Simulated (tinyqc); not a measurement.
# Changing the acid diffusivity D

Model: chemically amplified photoresist: aerial image, acid generation, bake, development and line width. Computed by tinyqc, a small Python program. Command: `OMP_NUM_THREADS=1 python tinyqc.py 3002863 3002864 out.jsonl resist sweep`. One thread of a shared host (Intel(R) Xeon(R) Processor @ 2.30GHz), about 0.03 s of CPU time with the checks.

Lines and spaces of pitch p with a two-beam-like image; x = 0 is the middle of the bright space. The resist is positive and treated as uniform in depth.

Inputs (values chosen for the exercise, for a model resist at 193 nm):
```
quantity                                         value     unit
pitch p                                            150       nm
image contrast c                                  0.87        -
mean dose E                                         42  mJ/cm^2
Dill parameter C                                 0.019  cm^2/mJ
quencher load q, relative to the acid generator   0.17        -
bake time t                                         45        s
amplification rate k_amp                         0.025      1/s
threshold protection m_th                         0.55        -
development selectivity n                           20        -
largest rate r_max                                 180     nm/s
smallest rate r_min                              0.044     nm/s
resist thickness d                                 170       nm
development time t_d                                45        s
photon energy                                     6.42       eV
absorption coefficient alpha                       1.1     1/um
```

Method:
- Dose E(x) = E [1 + c cos(2 pi x/p)]; acid h = 1 - exp(-C E(x)).
- Bake: the acid image is blurred by a Gaussian of variance sigma^2 = 2 D t (each Fourier term k of h, taken on 64 points, is multiplied by exp(-4 pi^2 k^2 D t/p^2)).
- Cosine coefficients: h(x) = sum_k h_k cos(2 pi k x/p).
- The quencher then removes q, h_eff = max(h_blurred - q, 0); protection m = exp(-k_amp t h_eff).
- Mack rate r = r_max (a + 1)(1 - m)^n/(a + (1 - m)^n) + r_min, a = ((n + 1)/(n - 1))(1 - m_th)^n.
- Edge: vertical development clears the film where r t_d >= d; the space width is twice the x where r = d/t_d.
- Dose sensitivity = d ln(width)/d ln E from widths at 1.005 E and E/1.005; image log-slope at the edge = |d ln E/dx|, normalised by the width (NILS); latitude for 10 % of width = 10 %/sensitivity.
- The edge lies at x = width/2.
- Absorbed photons per volume N = E(edge) alpha/(photon energy), 1 mJ/cm^2 = 62.41509 eV/nm^2, alpha in 1/nm; a Gaussian blur averages over a volume V = (2 sqrt(pi) sigma)^3; relative noise 1/sqrt(N V); edge noise sigma_x = (dh/d ln E) noise/|dh/dx|, with both derivatives of the blurred acid at the edge.

One run for each value; columns: (1) acid diffusivity D (nm^2/s); (2) dose latitude (%); (3) edge noise from photons (nm); (4) space width (nm); (5) blur factor of the first harmonic:
```
(1)       (2)      (3)     (4)      (5)
0.17   11.251  0.83924  68.886  0.98667
0.32   11.121  0.52307  68.442  0.97505
0.58   10.892  0.33610  67.690  0.95524
1.10   10.426  0.21023  66.247  0.91681
1.90    9.702  0.14294  64.158  0.86069
3.50    8.276  0.09692  60.311  0.75855
6.30    5.968  0.07420  53.918  0.60809
12.00   2.178  0.08021  37.453  0.38772
```

Over the rows, dose latitude (%) falls from 11.3 to 2.18 (exponent d ln y / d ln x -0.018 between the first rows and -1.6 between the last); edge noise from photons (nm) goes from 0.839 through a minimum among these rows, 0.0742 at 6.30, to 0.0802; space width (nm) falls from 68.9 to 37.5 (exponent d ln y / d ln x -0.010 between the first rows and -0.57 between the last). Blur pulls the acid image towards its mean: it flattens the acid slope, averages over more photons, and moves the edge unless the clearing threshold lies at that mean. Left out: 21.0 (the space does not open, or the whole film clears).

Caution (all rows): lateral development, standing waves and the joint diffusion of acid and quencher are left out, so widths are indicative. Caution (all rows): the noise counts photons alone (acid and quencher statistics add to it) and takes the film as thicker than the blur; a thinner film averages in two dimensions only.

Extremes, crossings and ranges named in words are read from the listed rows.
